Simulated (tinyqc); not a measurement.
Hole mobility in a silicon inversion layer, empirical terms and Matthiessen rule: effect of the temperature.

Inversion layer of sheet density Ns on a uniformly doped body, under a high-permittivity gate with an interlayer. The mobility terms are empirical power laws with prefactors chosen for the exercise; adding their inverses (Matthiessen) is itself an approximation.

Nc and Nv are given at 325 K and scale as (T/325 K)^1.5; Eg is fixed. ni = sqrt(Nc Nv) exp(-Eg/(2 Vt)), Eg in volts; Ndep = sqrt(2 eps0 eps_r Nb (2 Vt ln(Nb/ni) + Vsb)/q); E = q (Ndep + eta Ns)/(eps0 eps_r), in MV/cm. With t = T/(300 K): muC = Ac (Ns/1e12 cm^-2) t/(Nb/1e17 cm^-3 + Nit/1e11 cm^-2), muP = Ap E^(-1/3) t^(-1.75), muS = As E^(-gs), muR = Ar exp(2 ti/lr)/t; 1/mu is the sum of the inverses.

Inputs (values chosen for the exercise); material values close to those of silicon:
```
symbol,value,unit,meaning
Eg,1.11,eV,band gap
eps_r,11.5,,relative permittivity of the semiconductor
Nc,3.13e19,cm^-3,conduction-band density of states at the reference temperature
Nv,3e19,cm^-3,valence-band density of states at the reference temperature
Nb,2.2e17,cm^-3,body doping
Vsb,0,V,reverse body bias
eta,0.3333,,weight of the inversion charge in the effective field
Ap,138,cm^2/(V s),phonon-limited mobility at 1 MV/cm and 300 K
As,272,cm^2/(V s),roughness-limited mobility at 1 MV/cm
gs,1,,exponent of the roughness term
Ac,1900,cm^2/(V s),Coulomb prefactor
Nit,8.6e10,cm^-2,charge at the interface
Ar,220,cm^2/(V s),remote-phonon mobility without interlayer
ti,1.2,nm,interlayer thickness
lr,0.7,nm,decay length of remote phonons
Ns,6.8e12,cm^-2,inversion density
```

Constants: q = 1.602176634e-19 C, kB = 1.380649e-23 J/K, Vt = kB T/q, eps0 = 8.8541878128e-14 F/cm where lengths are in cm. Results are converted to the units shown.

Effect of the temperature:
```
T (K),E (MV/cm),muC (cm^2/(V s)),muP (cm^2/(V s)),muS (cm^2/(V s)),muR (cm^2/(V s)),mu (cm^2/(V s))
120,0.62480,1688.9,802.34,435.34,16958,238.41
160,0.62016,2251.9,486.18,438.59,12718,205.78
200,0.61509,2814.8,329.91,442.21,10175,174.03
250,0.60821,3518.5,224.09,447.21,8139.8,140.73
300,0.60077,4222.2,163.55,452.75,6783.2,114.84
350,0.59278,4925.9,125.44,458.86,5814.1,94.999
400,0.58422,5629.6,99.780,465.58,5087.4,79.719
450,0.57507,6333.3,81.623,472.98,4522.1,67.821
```

What does the comparison show?

As T goes from 120 to 450 K, E falls from 0.625 to 0.575 MV/cm and mu falls from 238 to 67.8 cm^2/(V s). The smallest term is the roughness one in the first row and the phonon one in the last. For T = 120 to 160 K dopant freeze-out and degenerate screening, left out here, matter.

Program tinyqc, `OMP_NUM_THREADS=1 python tinyqc.py 2510085 2510086 out.jsonl`; Intel Xeon 2.30GHz, shared host, one thread, about 0.01 s.
